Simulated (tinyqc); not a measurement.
Random telegraph noise from one oxide trap in a small MOSFET: one step of the calculation.

An acceptor-like trap exchanges electrons with the channel. Inversion charge Q = Cox u, u = n Vt W0(exp((Vg - VT)/(n Vt))), W0 the Lambert function, n = nf, Cox = eps0 eox/tox; linear regime Id = (W/L) mu Q Vd. Relative to threshold the surface potential rises by Vt ln(u/u0) and the oxide voltage by the rest of Vg - VT, with u0 = n Vt W0(1).

Question. Lorentzian spectrum. Spectrum S(f) = 4 dI^2/{(tc + te)[(1/tc + 1/te)^2 + (2 pi f)^2]}; corner fc = (1/tc + 1/te)/(2 pi); variance dI^2 tc te/(tc + te)^2. Give S at f = 0, at fc and at 10 fc.

tc = 3.3987511e-4 s
te = 1.1017065e-4 s
dI = 75.339977 nA

Find: fc; S(0); S(fc); S(10 fc); rms current.

Answer.

fc = 1912.9 Hz
S(0) = 3.4923e-19 A^2/Hz
S(fc) = 1.7461e-19 A^2/Hz
S(10 fc) = 3.4577e-21 A^2/Hz
rms current = 32.394 nA

The rms value is 0.430 of the step; it reaches its largest share, 1/2, when tc = te.

Range of the model: VT is taken as given; short-channel effects and the uneven flow of current among few electrons are left out.

tinyqc, about 0.01 s, one thread, Intel Xeon 2.30GHz (shared host): `OMP_NUM_THREADS=1 python tinyqc.py 2710163 2710164 out.jsonl`
